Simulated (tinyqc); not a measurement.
Gated two-dimensional channel with two bands, quantum capacitance: effect of the gate voltage.

phi is the Fermi level above the lowest band edge, in volts; Vg is counted from the gate voltage at which an empty channel would have phi = 0. The channel has no thickness; trap charge is -q Dit phi.

D1 = gv md m0 q/(pi hbar^2), D2 = g2 m2 m0 q/(pi hbar^2) per eV; n1 = D1 Vt ln(1 + exp(phi/Vt)), n2 = D2 Vt ln(1 + exp((phi - E2)/Vt)), n = n1 + n2; Cq = q dn/dphi = q [D1/(1 + exp(-phi/Vt)) + D2/(1 + exp((E2 - phi)/Vt))]. Cox = eps0 eox/tox; Vg = phi + q (n + Dit phi)/Cox. 1/C_G = 1/Cox + 1/(Cq + q Dit); dphi/dVg = Cox/(Cox + Cq + q Dit).

Values chosen for this exercise; lowest band close to that of monolayer MoS2:
```
symbol  value         unit                                                                 meaning
T          77            K                                                             temperature
eox       3.9               relative permittivity of the gate insulator (close to silicon dioxide)
tox       2.1           nm                                                     insulator thickness
md      0.487           m0                                                           in-plane mass
gv          2                                                                    valley degeneracy
m2       0.89           m0                           in-plane mass of a second band, chosen freely
g2          6                                        valley degeneracy of that band, chosen freely
E2       0.29           eV                                        second band edge above the first
Dit         0  cm^-2 eV^-1                                                        density of traps
```

Constants: q = 1.602176634e-19 C, kB = 1.380649e-23 J/K, hbar = 1.054571817e-34 J s, m0 = 9.1093837015e-31 kg, Vt = kB T/q, eps0 = 8.8541878128e-14 F/cm where lengths are in cm. Results are converted to the units shown.

The same in every row: Cox (uF/cm^2) = 1.6443.

Effect of the gate voltage:
```
Vg (V)	phi (V)	n (cm^-2)	Cq (uF/cm^2)	C_G (uF/cm^2)	dphi/dVg	share of the second band (%)
-0.2	-0.20000	0.21927	5.2946e-12	5.2946e-12	1.0000	5.7280e-17
-0.09	-0.090000	3.4725e6	8.3848e-5	8.3844e-5	0.99995	5.7280e-17
0.02	-0.013291	3.4168e11	7.7494	1.3565	0.17505	6.1062e-17
0.13	-0.0027906	1.3629e12	25.839	1.5460	0.059830	7.4511e-17
0.24	0.0025397	2.4371e12	38.757	1.5774	0.040701	9.3040e-17
0.36	0.0068979	3.6240e12	48.159	1.5901	0.033017	1.2067e-16
0.47	0.010325	4.7177e12	53.831	1.5956	0.029641	1.5537e-16
0.58	0.013472	5.8144e12	57.623	1.5987	0.027745	2.0257e-16
0.69	0.016456	6.9127e12	60.151	1.6006	0.026610	2.6716e-16
0.8	0.019342	8.0121e12	61.836	1.6018	0.025903	3.5606e-16
```

As Vg goes from -0.2 to 0.8, Cq rises from 5.29e-12 to 61.8 uF/cm^2, C_G/Cox rises from 3.22e-12 to 0.974 and n rises from 0.219 to 8.01e12 cm^-2. Cq is below Cox for Vg = -0.2, -0.09; there the density of states limits the response dn/dVg more than the insulator does.

Computed by the program tinyqc: `OMP_NUM_THREADS=1 python tinyqc.py 2200065 2200066 out.jsonl`, one thread of a shared Intel Xeon 2.30GHz, about 0.01 s for the whole run.
